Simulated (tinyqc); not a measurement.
Single-domain magnet: Stoner-Wohlfarth switching, Neel-Arrhenius retention, LLG dynamics and spin torque. Inputs raised by 2 %, one at a time. Computed by tinyqc, a small Python program. Command: `OMP_NUM_THREADS=1 python tinyqc.py 3011720 3011721 out.jsonl macro sens`. One thread of a shared host (Intel(R) Xeon(R) Processor @ 2.30GHz), about 0.02 s of CPU time with the checks.

The moment is uniform, with unit vector m; z is the easy axis. mu_0 = 1.25663706212e-6 T m/A, gamma = 1.76085963023e11 rad/(s T).

Inputs (values chosen for the exercise, for a model magnet):

| quantity | value | unit |
|---|---|---|
| saturation magnetisation M_s | 714 | kA/m |
| diameter d | 9 | nm |
| aspect ratio p | 4.1 | - |
| bulk anisotropy K_u | 78 | kJ/m^3 |
| exchange stiffness A | 27 | pJ/m |
| temperature T | 250 | K |
| attempt frequency f0 | 2 | GHz |
| waiting time t_w | 1e-08 | s |
| damping alpha | 0.034 | - |
| spin-torque efficiency eta | 0.69 | - |
| drive I/I_c0 | 2.1 | - |

Shape: prolate spheroid, easy axis along it.

Constants: k_B = 1.380649e-23 J/K; e = 1.602176634e-19 C; hbar = 1.054571817e-34 J s.

Method:
- N_z = [p ln(p + sqrt(p^2 - 1))/sqrt(p^2 - 1) - 1]/(p^2 - 1); V = pi d^3 p/6; K_eff = K_u + K_shape, K_shape = -(mu_0 M_s^2/4)(3 N_z - 1); mu_0 H_K = 2 K_eff/M_s.
- Delta = K_eff V/(k_B T); tau = exp(Delta)/f0; probability of a flip within t_w: P = 1 - exp(-t_w/tau). Wall width parameter sqrt(A/K_eff); a two-domain state costs 4 sqrt(A K_eff) times the cross-section that the wall cuts (pi d^2/4).
- For axial symmetry and a polariser along z: I_c0 = (4 e alpha/(hbar eta)) K_eff V; relaxation time tau_D = (1 + alpha^2)/(alpha gamma mu_0 H_K); thermal start angle theta_0 = 1/sqrt(2 Delta); switching time about tau_D ln(pi/(2 theta_0))/(I/I_c0 - 1); precession frequency gamma mu_0 H_K/(2 pi (1 + alpha^2)).

Runs:

| input moved | from | to | K_eff (kJ/m^3) | stability factor Delta | critical current I_c0 (microampere) | barrier of the wall path / k_B T |
|---|---|---|---|---|---|---|
| base run | - | - | 203.1 | 92.08 | 95.17 | 172.6 |
| saturation magnetisation M_s (kA/m) | 714 | 728.28 | 208.1 | 94.37 | 97.54 | 174.8 |
| bulk anisotropy K_u (kJ/m^3) | 78 | 79.56 | 204.6 | 92.79 | 95.90 | 173.3 |
| aspect ratio p | 4.1 | 4.182 | 204.0 | 94.34 | 97.51 | 173.0 |
| temperature T (K) | 250 | 255 | 203.1 | 90.28 | 95.17 | 169.3 |
| damping alpha | 0.034 | 0.03468 | 203.1 | 92.08 | 97.08 | 172.6 |
| spin-torque efficiency eta | 0.69 | 0.7038 | 203.1 | 92.08 | 93.31 | 172.6 |
| drive I/I_c0 | 2.1 | 2.142 | 203.1 | 92.08 | 95.17 | 172.6 |

Exponents ln(y'/y) / ln(x'/x):

| input | K_eff | stability factor Delta | critical current I_c0 | barrier of the wall path / k_B T |
|---|---|---|---|---|
| saturation magnetisation M_s | 1.241 | 1.241 | 1.241 | 0.621 |
| bulk anisotropy K_u | 0.386 | 0.386 | 0.386 | 0.193 |
| aspect ratio p | 0.226 | 1.226 | 1.226 | 0.113 |
| temperature T | 0.000 | -1.000 | 0.000 | -1.000 |
| damping alpha | 0.000 | 0.000 | 1.000 | 0.000 |
| spin-torque efficiency eta | 0.000 | 0.000 | -1.000 | 0.000 |
| drive I/I_c0 | 0.000 | 0.000 | 0.000 | 0.000 |

To which inputs is each result most sensitive?

Among the inputs moved here: K_eff answers most in size to saturation magnetisation M_s (exponent +1.241), next to bulk anisotropy K_u (+0.386); its exponent is below 0.0005 for temperature T, damping alpha, spin-torque efficiency eta, drive I/I_c0. Stability factor Delta answers most in size to saturation magnetisation M_s (exponent +1.241), and about equally to aspect ratio p (+1.226); its exponent is below 0.0005 for damping alpha, spin-torque efficiency eta, drive I/I_c0. Its exponent -1.000 in temperature T: Delta is a fixed barrier over k_B T. critical current I_c0 answers most in size to saturation magnetisation M_s (exponent +1.241), and about equally to aspect ratio p (+1.226); its exponent is below 0.0005 for temperature T, drive I/I_c0. Its exponent +1.000 in damping alpha: the torque must cancel the damping. Its exponent -1.000 in spin-torque efficiency eta: I_c0 goes as 1/eta. Barrier of the wall path / k_B T answers most in size to temperature T (exponent -1.000), next to saturation magnetisation M_s (+0.621); its exponent is below 0.0005 for damping alpha, spin-torque efficiency eta, drive I/I_c0.
